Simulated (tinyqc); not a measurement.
Field dependence: Hall factor, magnetoresistance and optical conductivity for a power-law relaxation time. Computed by tinyqc, a small Python program. Command: `OMP_NUM_THREADS=1 python tinyqc.py 3001910 3001911 out.jsonl magneto walk`. One thread of a shared host (Intel(R) Xeon(R) Processor @ 2.30GHz), about 0.01 s of CPU time with the checks.

One spherical parabolic band, tau(E) = tau_0 x^s with x = E/(k_B T). Landau quantisation is left out.

Inputs (values chosen for the exercise, with a mass close to that of electrons in InAs):

| quantity | value | unit |
|---|---|---|
| effective mass m | 0.023 | m_0 |
| exponent s | -0.5 | - |
| tau_0 | 56 | fs |
| reduced Fermi level eta | 11 | - |
| temperature T | 350 | K |

Constants: m_0 = 9.1093837015e-31 kg; k_B = 1.380649e-23 J/K; hbar = 1.054571817e-34 J s; e = 1.602176634e-19 C.

Method:
- <y> = int y x^(3/2) f (1 - f) dx / int x^(3/2) f (1 - f) dx, f = 1/(1 + exp(x - eta)).
- Integrals over x = E/(k_B T) use 160 Gauss-Legendre points in u = sqrt(x) from 0 to sqrt(max(eta, 0) + 45).
- n = (2 m k_B T)^(3/2)/(3 pi^2 hbar^3) int x^(3/2) f (1 - f) dx; moments in units of tau_0.
- mu = e <tau>/m; weak field r_H = <tau^2>/<tau>^2 and MR = c (mu B)^2, c = <tau^3>/<tau>^3 - r_H^2; strong field r_H = 1 and MR = <tau> <1/tau> - 1.
- With w_c = e B/m: sigma_xx = (n e^2/m) <tau/(1 + w_c^2 tau^2)>, sigma_xy = (n e^2/m) <w_c tau^2/(1 + w_c^2 tau^2)>; r_H = (n e/B) sigma_xy/(sigma_xx^2 + sigma_xy^2); MR = sigma_0 sigma_xx/(sigma_xx^2 + sigma_xy^2) - 1, sigma_0 = n e^2 <tau>/m.

drift mobility mu = 1278.04 cm^2/(V s)

saturation MR = 0.640053 %

Against the field:

| B (T) | mu B | r_H | MR (%) |
|---|---|---|---|
| 0.23 | 2.9395e-02 | 1.0067 | 6.2199e-04 |
| 0.78 | 9.9687e-02 | 1.0066 | 7.0675e-03 |
| 2.3 | 2.9395e-01 | 1.0061 | 5.6057e-02 |
| 4.7 | 6.0068e-01 | 1.0047 | 1.8022e-01 |
| 7.8 | 9.9687e-01 | 1.0032 | 3.2864e-01 |
| 16 | 2.0449e+00 | 1.0012 | 5.1989e-01 |
| 31 | 3.9619e+00 | 1.0004 | 6.0256e-01 |
| 78 | 9.9687e+00 | 1.0001 | 6.3380e-01 |
| 310 | 3.9619e+01 | 1.0000 | 6.3965e-01 |

r_H falls from 1.007 to 1.000, so a strong-field measurement gives n directly (though the highest fields listed exceed the roughly 100 T that non-destructive magnets reach); half of the fall is done between 0.601 and 0.997 in mu B. MR starts as B^1.99 and reaches 100 % of its saturation value in the last row. It arises only because carriers of different energy have different Hall angles, which one Hall field cannot cancel. Above 7.8 T hbar w_c exceeds k_B T and mu B exceeds 1, and Landau quantisation replaces this picture.

Extremes, crossings and ranges named in words are read from the listed rows.
